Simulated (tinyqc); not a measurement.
# All-pass ring resonator: effect of the ring radius

A ring of length L = 2 pi Rr coupled to one bus waveguide: round-trip amplitude a = 10^(-al L/20), self-coupling t = sqrt(1 - k2). At detuning d from the resonance the round-trip phase is p = 2 pi d/FSR and the transmission T = (a^2 - 2 a t cos p + t^2)/(1 - 2 a t cos p + a^2 t^2). Lossless coupler, linear absorption only.

FSR = lam^2/(ng L), finesse F = pi sqrt(a t)/(1 - a t), FWHM = FSR/F, Q = lam/FWHM, Tmin = (a - t)^2/(1 - a t)^2, power build-up k2 a^2/(1 - a t)^2, optical bandwidth c/(lam Q).

Parameters, values chosen for the exercise; values close to those of silicon waveguides: cold resonance wavelength lam = 1310 nm; group index ng = 4.26; propagation loss al = 3.5 dB/cm; power coupling k2 = 0.0036.

Constants: c = 299792458 m/s. Results are converted to the units shown.

The same in every row: t = 0.9982.

Effect of the ring radius:
```
Rr (um),a,Q,Tmin,build-up,bandwidth (GHz)
3.3,0.9992,8.028e4,0.1345,517.5,2.851
5.4,0.9986,1.093e5,0.01892,358.3,2.093
8.7,0.9978,1.394e5,0.009942,224.2,1.642
14,0.9965,1.680e5,0.1060,125.7,1.362
23,0.9942,1.936e5,0.2778,61.65,1.182
37,0.9907,2.126e5,0.4585,28.63,1.076
60,0.9849,2.266e5,0.6206,12.30,1.010
```

As Rr goes from 3.3 to 60 um, Q rises from 80300 to 2.27e5, Tmin goes from 0.135 through a minimum of 0.00994 (at Rr = 8.7 um among the rows listed) to 0.621 and the build-up falls from 518 to 12.3. The ring is overcoupled (t < a) in 2 of the 7 rows; the dip is deepest where t and a cross. Bend loss, which grows for small rings, is left out.

Computed by the program tinyqc: `OMP_NUM_THREADS=1 python tinyqc.py 2650123 2650124 out.jsonl`, one thread of a shared Intel Xeon 2.30GHz, about 0.01 s for the whole run.
